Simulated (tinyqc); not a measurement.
Channel length: inversion-layer mobility, back-scattering and ballistic limit of a field-effect transistor. Computed by tinyqc, a small Python program. Command: `OMP_NUM_THREADS=1 python tinyqc.py 3007747 3007748 out.jsonl mos walk`. One thread of a shared host (Intel(R) Xeon(R) Processor @ 2.30GHz), about 0.01 s of CPU time with the checks.

The charge at the top of the source barrier is fixed by the gate; series resistance and short-channel effects are left out. F_j are Fermi integrals normalised to exp(eta) in the classical limit.

Inputs (values chosen for the exercise, modelled on a silicon n-channel):
```
quantity                                       value        unit
transport mass m                                0.18         m_0
valley degeneracy g_v                              2           -
weight w of the inversion charge                 0.5           -
permittivity eps                                11.7           -
phonon mobility at 1 MV/cm and 300 K, mu_ph      320  cm^2/(V s)
roughness mobility at 1 MV/cm, mu_sr            1700  cm^2/(V s)
Coulomb mobility at N_inv = 1e12/cm^2, mu_C     1200  cm^2/(V s)
electrical oxide thickness t_inv                 1.7          nm
depletion charge N_dep                       2.2e+12      1/cm^2
gate overdrive V_G - V_T                        0.19           V
drain voltage V_D                               0.05           V
exponent a of the critical length               0.62           -
temperature T                                    300           K
```

Statistics at the top of the barrier: Fermi-Dirac.

Constants: eps_0 = 8.8541878128e-12 F/m; e = 1.602176634e-19 C; m_0 = 9.1093837015e-31 kg; k_B = 1.380649e-23 J/K; hbar = 1.054571817e-34 J s; k_B = 8.617333262e-05 eV/K.

Method:
- N_inv = 3.9 eps_0 (V_G - V_T)/(e t_inv); effective field E_eff = e (N_dep + w N_inv)/(eps eps_0).
- mu_phonon = mu_ph (E_eff/1 MV/cm)^(-0.3) (T/300 K)^(-1.75); mu_rough = mu_sr (E_eff/1 MV/cm)^(-2); mu_Coulomb = mu_C (N_inv/1e12 cm^-2) (T/300 K); Matthiessen's rule adds 1/mu.
- F_j(eta) = (1/Gamma(j + 1)) int_0^infinity x^j/(1 + exp(x - eta)) dx, F_0 = ln(1 + exp(eta)). Integrals over x = E/(k_B T) use 160 Gauss-Legendre points in u = sqrt(x) from 0 to sqrt(max(eta, 0) + 32).
- Ballistic channel: N_2D = g_v m k_B T/(pi hbar^2), U = e V_D/(k_B T); eta_F solves N_inv = (N_2D/2)[F_0(eta_F) + F_0(eta_F - U)]; v_T = sqrt(2 k_B T/(pi m)); I/W = e (N_2D/2) v_T [F_1/2(eta_F) - F_1/2(eta_F - U)]; injection velocity v_T F_1/2(eta_F)/F_0(eta_F).
- Mean free path lambda = (2 k_B T/e)(mu/v_T) F_0(eta_0)/F_-1/2(eta_0), with eta_0 from N_inv = N_2D F_0(eta_0); critical length l = L (1 + U)^(-a), an empirical rule; back-scattering r = l/(l + lambda). Then eta solves N_inv = (N_2D/2)[(1 + r) F_0(eta) + (1 - r) F_0(eta - U)] and I/W = e (N_2D/2) v_T (1 - r)[F_1/2(eta) - F_1/2(eta - U)].
- The last column is the long-channel law e N_inv mu V/L with V = V_D - V_D^2/(2 V_ov) below pinch-off and V_ov/2 above, V_ov = V_G - V_T.

inversion density N_inv = 2.40884e+12 1/cm^2

effective mobility mu = 323.941 cm^2/(V s)

ballistic current I/W = 369.176 microampere/micrometre

Currents (microampere/micrometre):
```
L (nm)        r     I/W  ballistic ratio  long-channel law
5       0.14665  288.31          0.78096            1085.7
10      0.25578  236.12          0.63958             542.9
20      0.40737  173.04          0.46873             271.4
40      0.57891  112.58          0.30495             135.7
80      0.73330   66.19          0.17928              67.9
160     0.84613   36.26          0.09823              33.9
400     0.93219   15.39          0.04168              13.6
1000    0.97173    6.31          0.01708               5.4
```

What follows from these numbers?

The current scales as L^-0.97 at the long end and as L^-0.29 at the short end, where it reaches 78 % of the ballistic 369. The long-channel law passes the ballistic limit between 10.0 and 20.0 nm and has no meaning below. At 1000 nm the model gives 1.16 times the long-channel law; the rule for l is a fit for short devices and fails wherever the model exceeds that law. Raising mu by 10 % at 20 nm raises I by 5.1 %.

Extremes, crossings and ranges named in words are read from the listed rows.
